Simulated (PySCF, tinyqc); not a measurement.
RHF in the 3-21g basis, for H3+, spin multiplicity 1, step by step (part 2 of 2). The lowest restricted solution is unstable here: a spin-polarised one lies 0.0192 hartree lower (PySCF). Computed by tinyqc, a small Python program that keeps every step (integrals from PySCF). Command: `OMP_NUM_THREADS=1 python tinyqc.py 29692 29693 out.jsonl` (the two numbers bound the seeds that draw the settings). One thread of a shared host (Intel(R) Xeon(R) Processor @ 2.60GHz), about 0.05 s of CPU time with the checks.

Geometry (angstrom):
```
atom,x,y,z
H,0.000000,0.000000,0.000000
H,0.000000,0.000000,1.427000
H,0.000000,0.000000,-1.427000
```

## Iteration 10 (converged): orbitals

converged F (hartree):
```
,1H 1s,1H 2s,2H 1s,2H 2s,3H 1s,3H 2s
1H 1s,-0.062562,-0.595205,-0.191042,-0.327373,-0.191042,-0.327373
1H 2s,-0.595205,-0.622308,-0.317064,-0.419183,-0.317064,-0.419183
2H 1s,-0.191042,-0.317064,-0.044527,-0.490622,-0.035335,-0.075536
2H 2s,-0.327373,-0.419183,-0.490622,-0.450330,-0.075536,-0.158756
3H 1s,-0.191042,-0.317064,-0.035335,-0.075536,-0.044527,-0.490622
3H 2s,-0.327373,-0.419183,-0.075536,-0.158756,-0.490622,-0.450330
```

X:
```
,1H 1s,1H 2s,2H 1s,2H 2s,3H 1s,3H 2s
1H 1s,1.257399,-0.538181,0.024990,0.054289,0.024990,0.054289
1H 2s,-0.538181,1.667392,0.040820,-0.468681,0.040820,-0.468681
2H 1s,0.024990,0.040820,1.241207,-0.485909,-0.002641,-0.006169
2H 2s,0.054289,-0.468681,-0.485909,1.432235,-0.006169,0.136009
3H 1s,0.024990,0.040820,-0.002641,-0.006169,1.241207,-0.485909
3H 2s,0.054289,-0.468681,-0.006169,0.136009,-0.485909,1.432235
```

Diagonalise F' = X^T F X, C = X C', fill 1 alpha and 1 beta electrons from the bottom; D = 2 C_occ C_occ^T. Each column has its largest component positive (the first on a tie).

F' = X^T F X (hartree):
```
,1,2,3,4,5,6
1,0.472285,-0.687267,-0.026409,-0.082232,-0.026409,-0.082232
2,-0.687267,0.005928,-0.105677,-0.199861,-0.105677,-0.199861
3,-0.026409,-0.105677,0.395801,-0.578224,-0.018255,-0.000245
4,-0.082232,-0.199861,-0.578224,0.008184,-0.000245,-0.016041
5,-0.026409,-0.105677,-0.018255,-0.000245,0.395801,-0.578224
6,-0.082232,-0.199861,-0.000245,-0.016041,-0.578224,0.008184
```

orbital energies (hartree): MO1 -0.785540, MO2 -0.390819, MO3 -0.134905, MO4 0.797269, MO5 0.829101, MO6 0.971077

coefficients C:
```
,MO1,MO2,MO3,MO4,MO5,MO6
1H 1s,0.227815,0.000000,0.218979,0.032318,0.000000,-1.333018
1H 2s,0.466187,0.000000,0.968563,-0.522597,0.000000,1.443585
2H 1s,0.165649,0.237477,-0.175784,-0.911570,0.912283,-0.032938
2H 2s,0.225193,0.546633,-0.688913,0.963362,-0.810166,-0.346401
3H 1s,0.165649,-0.237477,-0.175784,-0.911570,-0.912283,-0.032938
3H 2s,0.225193,-0.546633,-0.688913,0.963362,0.810166,-0.346401
```

D after iteration 10:
```
,1H 1s,1H 2s,2H 1s,2H 2s,3H 1s,3H 2s
1H 1s,0.103799,0.212409,0.075475,0.102605,0.075475,0.102605
1H 2s,0.212409,0.434661,0.154447,0.209964,0.154447,0.209964
2H 1s,0.075475,0.154447,0.054879,0.074606,0.054879,0.074606
2H 2s,0.102605,0.209964,0.074606,0.101424,0.074606,0.101424
3H 1s,0.075475,0.154447,0.054879,0.074606,0.054879,0.074606
3H 2s,0.102605,0.209964,0.074606,0.101424,0.074606,0.101424
```

## Convergence

Stop when the energy changes by less than 1e-10 hartree and every element of the error matrix X^T (F D S - S D F) X is below 3e-06.

Course of the cycle:
```
iteration,E (hartree),change,largest element of the error matrix
1,1.58857497,-,9.10e-02
2,-0.99841102,-2.59e+00,2.20e-01
3,-1.10081807,-1.02e-01,2.29e-02
4,-1.10332586,-2.51e-03,5.37e-03
5,-1.10341941,-9.35e-05,1.30e-03
6,-1.10342382,-4.41e-06,3.29e-04
7,-1.10342405,-2.23e-07,7.85e-05
8,-1.10342406,-1.15e-08,1.82e-05
9,-1.10342406,-5.94e-10,4.16e-06
10,-1.10342406,-3.08e-11,9.49e-07
```

PySCF RHF in the same basis = -1.10342406 hartree

Converged in 10 iterations.

## Populations, bond orders and dipole

overlap S:
```
,1H 1s,1H 2s,2H 1s,2H 2s,3H 1s,3H 2s
1H 1s,1.000000,0.645899,0.041691,0.215163,0.041691,0.215163
1H 2s,0.645899,1.000000,0.215163,0.513722,0.215163,0.513722
2H 1s,0.041691,0.215163,1.000000,0.645899,0.000005,0.008023
2H 2s,0.215163,0.513722,0.645899,1.000000,0.008023,0.069648
3H 1s,0.041691,0.215163,0.000005,0.008023,1.000000,0.645899
3H 2s,0.215163,0.513722,0.008023,0.069648,0.645899,1.000000
```

Mulliken: Z minus the diagonal of D S on the atom; Loewdin: the same with S^(1/2) D S^(1/2); Mayer order: 2 sum_s sum (D(s) S)_ij (D(s) S)_ji over the two atoms.

Charges (e):
```
atom,Mulliken,Loewdin
1H,-0.145485,-0.091049
2H,0.572742,0.545524
3H,0.572742,0.545524
```

Mayer bond orders:
```
pair,order
2-1,0.489417
3-1,0.489417
3-2,0.182549
```

dipole moment about the origin, x y z (debye): 0.000000  0.000000  0.000000
